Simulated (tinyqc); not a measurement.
Capture times from two lifetimes.

Inverse problem. For a deep trap (n1 and p1 negligible) in p-type material tau_SRH = tn0 + tp0 dn/(N + dn). Find tn0, tp0 and the ratio sn/sp for equal thermal velocities.

Parameters, values chosen for the exercise:
- N = 6.4e15 cm^-3 (acceptor density)

tau_SRH at dn = 3e14 and 2e16 cm^-3 (s): 2.7354456e-7  4.4419635e-6

Solution. tau_SRH is a straight line in dn/(N + dn): the intercept is the capture time of the minority carrier and the slope that of the majority carrier.

tn0 = 1.17e-8 s
tp0 = 5.85e-6 s
sn/sp = 500

Program tinyqc, `OMP_NUM_THREADS=1 python tinyqc.py 2300151 2300152 out.jsonl`; Intel Xeon 2.30GHz, shared host, one thread, about 0.01 s.
